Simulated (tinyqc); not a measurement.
Kinetics of strain relaxation and threading dislocations in mismatched semiconductor layers: one step, computed by the program tinyqc. Command: `OMP_NUM_THREADS=1 python tinyqc.py 3014643 3014644 out.jsonl threading walk`. One thread of a shared host (Intel(R) Xeon(R) Processor @ 2.30GHz), about 0.01 s of CPU time with the checks.

60-degree dislocations on {111} planes of a (001) layer, isotropic elasticity. The Schmid factor is 1/sqrt(6), and a misfit segment relieves strain with b/2.

Problem. Excess stress and glide velocity at the start. Excess resolved stress tau = (1/sqrt 6) [2 G (1 + nu)/(1 - nu)] (e - e_eq), e_eq = b (1 - nu/4) [ln(h/b) + 1]/(4 pi (1 + nu) h), the Matthews-Blakeslee strain of an uncapped layer; glide velocity v = v0 tau exp(-Q/(k_B T)), tau in MPa.

Inputs (values chosen for the exercise, modelled on Si(0.7)Ge(0.3) on Si):
```
quantity,value,unit
misfit f,0.0126,-
shear modulus G,61.3,GPa
Poisson ratio nu,0.27,-
Burgers vector b,3.89,angstrom
glide activation energy Q,2.01,eV
velocity prefactor v0,22000,m/s per MPa
layer thickness h,190,nm
anneal temperature T,766,K
```

Constants: k_B = 8.617333262e-05 eV/K.

Give: equilibrium strain e_eq; excess stress tau; mobility v/tau; initial velocity.

Solution.

equilibrium strain e_eq = 8.603e-04

excess stress tau = 1022 MPa

mobility v/tau = 1.312e-09 m/s per MPa

initial velocity = 1.341 micrometre/s

Caution: at stresses above about 1 GPa the linear velocity law understates glide, as stress lowers the kink barrier.
